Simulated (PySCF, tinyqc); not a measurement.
Worked calculation: CCD on RHF in the 3-21g basis, for H3+, spin multiplicity 1. The lowest restricted solution is unstable here: a spin-polarised one lies 0.0067 hartree lower (PySCF). One step of it, computed by the program tinyqc.

Task: Iteration 6 (converged): orbitals. Diagonalise F' = X^T F X, C = X C', fill 1 alpha and 1 beta electrons from the bottom; D = 2 C_occ C_occ^T. Each column has its largest component positive (the first on a tie).

converged F (hartree):
```
,1H 1s,1H 2s,2H 1s,2H 2s,3H 1s,3H 2s
1H 1s,-0.138382,-0.658627,-0.279859,-0.410181,-0.279859,-0.410181
1H 2s,-0.658627,-0.697074,-0.389923,-0.497418,-0.389923,-0.497418
2H 1s,-0.279859,-0.389923,-0.072178,-0.519611,-0.047959,-0.117199
2H 2s,-0.410181,-0.497418,-0.519611,-0.494165,-0.117199,-0.229485
3H 1s,-0.279859,-0.389923,-0.047959,-0.117199,-0.072178,-0.519611
3H 2s,-0.410181,-0.497418,-0.117199,-0.229485,-0.519611,-0.494165
```

X:
```
,1H 1s,1H 2s,2H 1s,2H 2s,3H 1s,3H 2s
1H 1s,1.259995,-0.561022,0.022186,0.056215,0.022186,0.056215
1H 2s,-0.561022,1.919826,0.023685,-0.621244,0.023685,-0.621244
2H 1s,0.022186,0.023685,1.241015,-0.486116,-0.008165,0.012899
2H 2s,0.056215,-0.621244,-0.486116,1.532024,0.012899,0.175691
3H 1s,0.022186,0.023685,-0.008165,0.012899,1.241015,-0.486116
3H 2s,0.056215,-0.621244,0.012899,0.175691,-0.486116,1.532024
```

Give: F' = X^T F X; orbital energies; coefficients C; D after iteration 6.

Result:

F' = X^T F X (hartree):
```
,1,2,3,4,5,6
1,0.4188,-0.7043,-0.0831,-0.0923,-0.0831,-0.0923
2,-0.7043,0.0299,-0.1318,-0.2112,-0.1318,-0.2112
3,-0.0831,-0.1318,0.3787,-0.5742,-0.0193,0.0135
4,-0.0923,-0.2112,-0.5742,0.0107,0.0135,-0.0411
5,-0.0831,-0.1318,-0.0193,0.0135,0.3787,-0.5742
6,-0.0923,-0.2112,0.0135,-0.0411,-0.5742,0.0107
```

orbital energies (hartree): MO1 -0.8563, MO2 -0.3878, MO3 -0.0833, MO4 0.7541, MO5 0.8376, MO6 0.9633

coefficients C:
```
,MO1,MO2,MO3,MO4,MO5,MO6
1H 1s,0.2533,0.0000,0.2224,-0.1677,0.0000,-1.3296
1H 2s,0.4535,0.0000,1.2273,-0.3026,0.0000,1.7234
2H 1s,0.1777,0.2465,-0.1515,-0.8980,0.9187,0.1102
2H 2s,0.1816,0.5567,-0.8688,0.8983,-0.8570,-0.6038
3H 1s,0.1777,-0.2465,-0.1515,-0.8980,-0.9187,0.1102
3H 2s,0.1816,-0.5567,-0.8688,0.8983,0.8570,-0.6038
```

D after iteration 6:
```
,1H 1s,1H 2s,2H 1s,2H 2s,3H 1s,3H 2s
1H 1s,0.1283,0.2297,0.0900,0.0920,0.0900,0.0920
1H 2s,0.2297,0.4112,0.1611,0.1647,0.1611,0.1647
2H 1s,0.0900,0.1611,0.0631,0.0645,0.0631,0.0645
2H 2s,0.0920,0.1647,0.0645,0.0659,0.0645,0.0659
3H 1s,0.0900,0.1611,0.0631,0.0645,0.0631,0.0645
3H 2s,0.0920,0.1647,0.0645,0.0659,0.0645,0.0659
```
